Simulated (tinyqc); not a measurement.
# AlGaN/GaN HEMT with access regions, lumped model: effect of the gate voltage

A polarisation-induced electron sheet under a Schottky gate, in series with two ungated access regions and contacts. Drift law v = mu E/(1 + mu E/vs) under the gate. Currents in mA/mm, resistances in ohm mm. No self-heating, no channel-length modulation; fits for polarisation, barrier and offset are chosen for the exercise.

sigma = (5e13 x + 1.6e13 x^2) cm^-2, phiB = 0.84 + 1.3 x, dEc = 0.7 (1.71 x + x^2) in volts, Cb = eps0 eps_r/d, VT = phiB - dEc - q sigma/Cb, access density n0 = -Cb VT/q. Access resistance R(L, n) = L/(q mu n sqrt(1 - (I/(q n vs))^2)); Rs = Rc + R(Ls, n0), Rd = Rc + R(Ld, (1 - ft) n0). Vg' = Vg - I Rs, Vd' = Vd - I (Rs + Rd); with u = Vg' - VT, Vc = vs Lg/mu and w the smaller of Vd' and Vc [sqrt(1 + 2 u/Vc) - 1] (0 if negative), the channel gives (mu Cb/Lg)(u w - w^2/2)/(1 + w/Vc). I equals that channel current. Isat is I at Vd = 10 V, gm = dIsat/dVg, Ron the limit of Vd/I at small Vd.

Values chosen for this exercise; values close to those of AlGaN/GaN structures:
```
symbol,value,unit,meaning
x,0.33,,aluminium share of the barrier
d,25,nm,barrier thickness
eps_r,9.2,,relative permittivity of barrier and channel
mu,1800,cm^2/(V s),channel mobility
vs,1.2e7,cm/s,saturation velocity
Lg,1.5,um,gate length
Ls,2,um,source access length
Ld,12,um,drain access length
Rc,0.22,ohm mm,resistance of each contact
ft,0.49,,share of the drain-access electrons removed by traps
```

Constants: q = 1.602176634e-19 C, eps0 = 8.8541878128e-14 F/cm where lengths are in cm. Results are converted to the units shown.

The same in every row: VT (V) = -8.172; n0 (cm^-2) = 1.662e13.

Result of one run:
```
Ron (ohm mm)	Isat (mA/mm)	gm (mS/mm)
12.64	18.99	87.71
```

Which gate voltage Vg gave this result: -7.8, -6.5, -5.1, 0.2 or 1.5 V?

Vg = -7.8 V.

The whole series:
```
Vg (V)	Ron (ohm mm)	Isat (mA/mm)	gm (mS/mm)
-7.8	12.64	18.99	87.71
-6.5	7.296	203.8	175.4
-5.1	6.599	473.7	206.1
-3.8	6.351	751.9	220.5
-2.5	6.217	1044	228.4
-1.2	6.133	1146	27.88
0.2	6.072	1170	10.80
1.5	6.031	1181	6.050
```

As Vg goes from -7.8 to 1.5 V, Ron falls from 12.6 to 6.03 ohm mm, Isat rises from 19.0 to 1180 mA/mm and gm goes from 87.7 through a maximum of 228 (at Vg = -2.5 V among the rows listed) to 6.05 mS/mm. The ceiling Cb vs is 391 mS/mm. For Vg = -3.8 to 1.5 V the power passes 5 W/mm, where self-heating, left out here, lowers the current. For Vg = -1.2 to 1.5 V the gated channel is not yet saturated at 10 V, because the access regions take the voltage, and gm drops. At Vg = 1.5 V Vg comes within 0.2 V of phiB or passes it, so at low drain current, as for Ron, the Schottky gate would conduct.

Numbers from tinyqc (`OMP_NUM_THREADS=1 python tinyqc.py 2570102 2570103 out.jsonl`; about 0.02 s on one thread of a shared Intel Xeon 2.30GHz).
